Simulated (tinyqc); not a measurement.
Virtual-crystal alloy A(1-x)B(x) in sp3s* tight binding: sweeps and comparisons. A value that a table varies takes the place of the one given here.

sp3s* tight binding, nearest neighbours only: anion (a) at 0, cation (c) at a/4 (1,1,1), orbitals s, px, py, pz, s* on each; k in units of 2 pi/a. With phases e_j = exp(i (pi/2) k.n_j) for n = (1,1,1), (1,-1,-1), (-1,1,-1), (-1,-1,1): g0 = (e1+e2+e3+e4)/4, g1 = (e1+e2-e3-e4)/4, g2 = (e1-e2+e3-e4)/4, g3 = (e1-e2-e3+e4)/4. The diagonal holds the levels Esa, Epa, Exa (s*) and Esc, Epc, Exc. Anion-cation block: <sa|sc> = Vss g0; <sa|xc> = Vsapc g1; <xa|sc> = -Vscpa g1; <xa|xc> = Vxx g0; <xa|yc> = <ya|xc> = Vxy g3, <xa|zc> = <za|xc> = Vxy g2, <ya|zc> = <za|yc> = Vxy g1; <s*a|xc> = Vxapc g1; <xa|s*c> = -Vpaxc g1; y and z take g2 and g3 in place of g1; s-s* and s*-s* vanish.

Virtual crystal: a(x) = (1 - x) aA + x aB (Vegard); the six levels are averaged linearly; the seven couplings follow Harrison's rule, V(x) a(x)^2 = (1 - x) V_A aA^2 + x V_B aB^2. No spin-orbit coupling and no disorder. Gaps are measured from the top of the valence band at Gamma; the Delta value is the minimum on (kx,0,0) for kx from 0.5 to 1.

Inputs chosen for the exercise (A near a published set for Ge, B for Si; such sets place X and L only to about 0.5 eV; the results hold for these values, not for the real material): aA = 5.657 angstrom (lattice constant of A); aB = 5.434 angstrom (of B); pA = (-5.857, 1.612, -5.857, 1.612, 6.393, 6.393, -6.757, 1.604, 4.893, 5.469, 5.469, 5.219, 5.219) eV (order Esa, Epa, Esc, Epc, Exa, Exc, Vss, Vxx, Vxy, Vsapc, Vscpa, Vxapc, Vpaxc); pB = (-4.213, 1.713, -4.213, 1.713, 6.667, 6.667, -8.299, 1.716, 4.558, 5.73, 5.73, 5.372, 5.372) eV (the same for B); x = 0.57 (fraction of B).

## Gaps across the alloy

Bowing b from E(x) = (1 - x) E(0) + x E(1) - b x (1 - x), taken at x = 0.5.

Gaps (eV):
```
x,a (angstrom),Gamma,Delta,L
0.000,5.6570,0.8920,0.7900,0.7682
0.125,5.6291,1.2790,0.8382,0.9716
0.250,5.6013,1.6694,0.8862,1.1788
0.375,5.5734,2.0634,0.9338,1.3894
0.500,5.5455,2.4610,0.9812,1.6035
0.625,5.5176,2.8622,1.0282,1.8208
0.750,5.4897,3.2673,1.0750,2.0412
0.875,5.4619,3.4026,1.1214,2.2645
1.000,5.4340,3.4320,1.1675,2.4905
```

bowing (eV): Gamma -1.196, Delta -0.010, L 0.103

The lowest valley changes from L to the Delta line near x = 0.02 (linear estimate between rows). The bowing is -1.196 (Gamma), -0.010 (Delta) and +0.103 eV (L); a positive value means that the gap sags below the straight line. At Gamma the lowest empty level is s-like at one end and p-like at the other, so that column has a kink and its b is no true bowing. The virtual crystal leaves out the part of the bowing that comes from disorder and bond relaxation, and this model places the Delta and L valleys only roughly, so crossings, or their absence, can differ from those of the real alloy.

## Two ways to average the couplings

The gaps with the 1/a^2 rule and with a plain linear average of all thirteen parameters.

Gaps (eV):
```
x,Gamma,Delta,L,"Gamma, linear","Delta, linear","L, linear"
0.10,1.2013,0.8286,0.9307,1.2117,0.8290,0.9354
0.25,1.6694,0.8862,1.1788,1.6912,0.8870,1.1888
0.50,2.4610,0.9812,1.6035,2.4905,0.9822,1.6170
0.75,3.2673,1.0750,2.0412,3.2898,1.0756,2.0514
0.90,3.4084,1.1306,2.3095,3.4096,1.1309,2.3144
```

At x = 0.5 the two rules differ by -29.5 (Gamma), -1.0 (Delta) and -13.5 meV (L), with lattice constants 3.94 % apart: in terms of bowing, b = 4 times the sag at x = 0.5, the rule adds +0.118, +0.004 and +0.054 eV. The ends x = 0 and 1 are the same under both rules.

## Composition and lattice constants

Gaps of the alloy. Each row changes one parameter from the base and keeps the others.

Results:
```
case,gap Gamma (eV),gap Delta (eV),gap L (eV),kx of the Delta minimum
base,2.6852,1.0076,1.7248,0.762
x = 0.62,2.8461,1.0264,1.8121,0.758
aA = 5.77 angstrom,2.6735,1.0072,1.7196,0.762
aB = 5.325 angstrom,2.6733,1.0072,1.7195,0.762
```

The largest shifts from the base row, up to three for each result and ties (the steps differ in size, so this ranks the rows, not the parameters). gap Gamma (eV): x +0.1609, aB -0.0120, aA -0.0117. gap Delta (eV): x +0.0188, aB -0.0004, aA -0.0004. gap L (eV): x +0.0873, aB -0.0053, aA -0.0052. kx of the Delta minimum: x -0.004; unchanged at the printed digits by aA and aB. The lattice constants enter only through the weights of the couplings.

Program tinyqc; command `OMP_NUM_THREADS=1 python tinyqc.py 1482522 1482523 out.jsonl`; about 0.08 s on one thread of a shared Intel(R) Xeon(R) Processor @ 2.30GHz.
